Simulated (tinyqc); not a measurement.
Overlap of hydrogenic dopants: pairs, impurity band and the Mott density: one step. A pair with one electron. Four cases, with inputs chosen for the exercise.

Question. Form S, J, Kx, the two levels, t, and the total energy of the lower state with the repulsion, relative to a distant pair (-1).

Ry* = Ry m/eps^2, aB = a0 eps/m. For 1s orbitals a distance rho = R/aB apart, in Ry*: overlap S = exp(-rho)(1 + rho + rho^2/3), J = (2/rho)(1 - (1 + rho) exp(-2 rho)) (attraction to the other ion), Kx = 2 (1 + rho) exp(-rho) (exchange of one electron). One electron on a pair has E = -1 - (J +/- Kx)/(1 +/- S), without the repulsion 2/rho of the ions. Hopping after orthogonalisation: t = (Kx - S J)/(1 - S^2), half the splitting. Dopants on a lattice with z neighbours, n = (3 sqrt3/4)/R^3 (bcc), give a band of width B = 2 z t, as on any lattice of two interpenetrating sublattices. Valleys, central cells and disorder are left out.

Give: S, J, Kx; levels; t; energy of the pair against a distant one (negative: bound).

Case 1.

Values chosen (out of a larger set: an isotropic mass and dielectric constant of the size used for donors in GaAs; not measured data): rho = 5.2 aB (distance of a pair).

Ry* = 5.55968 meV
aB = 100.38803 angstrom

Answer.

S, J, Kx: 0.08393  0.38454  0.06841

levels (Ry*): even -1.41788, odd -1.34510

t = 0.03639 Ry*
energy of the pair against a distant one (negative: bound) = -0.03326 Ry*

In this host the pair is 52.2 nm long and its splitting 2t is 0.40 meV.

Case 2.

Values chosen (out of a larger set: an isotropic mass and dielectric constant of the size used for donors in Ge; not measured data): rho = 4.7 aB (distance of a pair).

Ry* = 6.62373 meV
aB = 69.23402 angstrom

Answer.

S, J, Kx: 0.11881  0.42533  0.10369

levels (Ry*): even -1.47284, odd -1.36501

t = 0.05391 Ry*
energy of the pair against a distant one (negative: bound) = -0.04731 Ry*

In this host the pair is 32.5 nm long and its splitting 2t is 0.71 meV.

Case 3.

Values chosen (out of a larger set: an isotropic mass and dielectric constant of the size used for donors in GaN; not measured data): rho = 3.5 aB (distance of a pair).

Ry* = 33.03498 meV
aB = 23.43499 angstrom

Answer.

S, J, Kx: 0.25919  0.56908  0.27178

levels (Ry*): even -1.66778, odd -1.40133

t = 0.13322 Ry*
energy of the pair against a distant one (negative: bound) = -0.09635 Ry*

In this host the pair is 8.2 nm long and its splitting 2t is 8.80 meV.

Case 4.

Values chosen (out of a larger set: an isotropic mass and dielectric constant of the size used for donors in SiC; not measured data): rho = 2.3 aB (distance of a pair).

Ry* = 57.37511 meV
aB = 12.80478 angstrom

Answer.

S, J, Kx: 0.50764  0.84072  0.66171

levels (Ry*): even -1.99654, odd -1.36358

t = 0.31648 Ry*
energy of the pair against a distant one (negative: bound) = -0.12698 Ry*

In this host the pair is 2.9 nm long and its splitting 2t is 36.32 meV.

Computed by tinyqc, one run a case: `OMP_NUM_THREADS=1 python tinyqc.py N N+1 out.jsonl` with N = 1480012, 1480408, 1480605, 1480917; one thread of a shared Intel(R) Xeon(R) Processor @ 2.30GHz, about 0.01 s a run at most.
